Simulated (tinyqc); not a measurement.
Worked calculation: Fermi-Dirac statistics of conduction electrons. Values are carried at full precision from step to step, so a last printed digit may differ when a step is redone from the rounded ones.

Constants: hbar^2/2m0 = 3.80998211 eV angstrom^2; kB = 8.617333262e-05 eV/K; e^2/(4 pi eps0) = 14.39964547 eV angstrom.

Parameters, chosen for this exercise (near those of GaAs, lowest valleys alone; not measured data): m = 0.0686 m0 (density-of-states mass of the conduction band); T = 100 K; n = 4.9e+17 1/cm^3 (electron density); eps = 13 (static dielectric constant); alpha = 0.57 1/eV (non-parabolicity); mh = 0.491 m0 (heavy-hole mass); Eg = 1.515 eV (gap).

## Reduced density

N = 2 (m kB T/(4 pi c))^(3/2) with c = hbar^2/2m0, in 1/angstrom^3; times 1e24 for 1/cm^3; u = n/Nc.

kT = 0.008617 eV
Nc = 8.6771e+16 1/cm^3
u = n/Nc = 5.64703

## Reduced Fermi level by five rules

F_j(eta) = (1/Gamma(j + 1)) integral_0^infinity x^j dx/(1 + exp(x - eta)), which tends to exp(eta) for eta << 0.

With u = n/Nc: Boltzmann eta = ln u; Joyce-Dixon eta = ln u + u/sqrt(8) - 4.95009e-3 u^2 + 1.48386e-4 u^3 - 4.42563e-6 u^4; Nilsson eta = ln u/(1 - u^2) + v/(1 + (0.24 + 1.08 v)^-2) with v = (3 sqrt(pi) u/4)^(2/3); fully degenerate limit eta = v; exact: F_1/2(eta) = u.

Find eta = (EF - Ec)/kT by each rule.

eta: Boltzmann 1.731, Joyce-Dixon 3.592, Nilsson 3.588, degenerate 3.834, exact 3.593

Against the exact value the errors are Boltzmann -1.861, Joyce-Dixon -0.001, Nilsson -0.005, degenerate limit +0.241 (in kT).

## Exact eta by Newton steps

Solve ln F_1/2(eta) = ln u from the Boltzmann value; dF_1/2/d eta = F_-1/2, so the step is -ln(F_1/2/u) F_1/2/F_-1/2. Stop below 1e-9.

Newton steps:
```
step,eta,F_1/2,F_-1/2,step taken
1,1.731129,2.44529,1.35005,1.52
2,3.247090,4.95636,1.94057,0.333
3,3.580291,5.62179,2.05267,0.0123
4,3.592555,5.64699,2.05668,1.55e-05
5,3.592571,5.64703,2.05669,2.46e-11
```

Converged in 5 steps.

## Mean energy, Einstein relation and screening

eta = 3.59257

Mean kinetic energy <E> = (3/2) kT F_3/2/F_1/2; D/mu = (kT/e) F_1/2/F_-1/2; dn/dEF = (Nc/kT) F_-1/2; screening length L = (4 pi (e^2/(4 pi eps0)) (dn/dEF)/eps)^(-1/2), with dn/dEF in 1/(angstrom^3 eV) (1/cm^3 = 1e-24/angstrom^3).

F_-1/2, F_1/2, F_3/2: 2.057  5.647  10.79

<E> = 24.69 meV
D/mu = 23.66 mV
dn/dEF = 2.071e+19 1/(cm^3 eV)
L = 58.90 angstrom

The gas is degenerate. D/mu is 2.746 times kT/e and <E> is 1.910 times (3/2) kT; the Debye formula, with n/kT in place of dn/dEF, would give L = 35.55 angstrom.

## Fermi level in the non-parabolic band

Non-parabolic band E (1 + alpha E) = c k^2/m: n = Nc (2/sqrt(pi)) integral_0^infinity sqrt(x (1 + a x)) (1 + 2 a x) dx/(1 + exp(x - eta)) with a = alpha kT and eta = (EF - Ec)/kT; a = 0 gives n = Nc F_1/2(eta).

Solve for eta at the same n.

a = 0.00491
eta = 3.499
EF - Ec = 30.15 meV

The extra states lower EF by 0.80 meV against the parabolic band.

## Burstein-Moss edge

Vertical transitions from the heavy-hole band reach half-empty states at the k where the conduction energy equals EF: k^2 = E (1 + alpha E) m/c with E = EF - Ec and c = hbar^2/2m0; edge = Eg + E + c k^2/mh. Gap narrowing by many-body effects is left out.

k = 0.02350 1/angstrom
hole energy = 0.0043 eV
edge = 1.5494 eV

The edge moves up by 34.4 meV, of which the valence band supplies 12 %.

## Checks

- Non-parabolic integral at a = 0 against F_1/2(2): both 2.823721.
- F_1/2(40) against the Sommerfeld form (4/(3 sqrt(pi))) eta^(3/2) (1 + pi^2/(8 eta^2)): both 190.45.

(tinyqc, `OMP_NUM_THREADS=1 python tinyqc.py 1681496 1681497 out.jsonl`, Intel(R) Xeon(R) Processor @ 2.30GHz, 1 thread, shared host, about 0.01 s.)
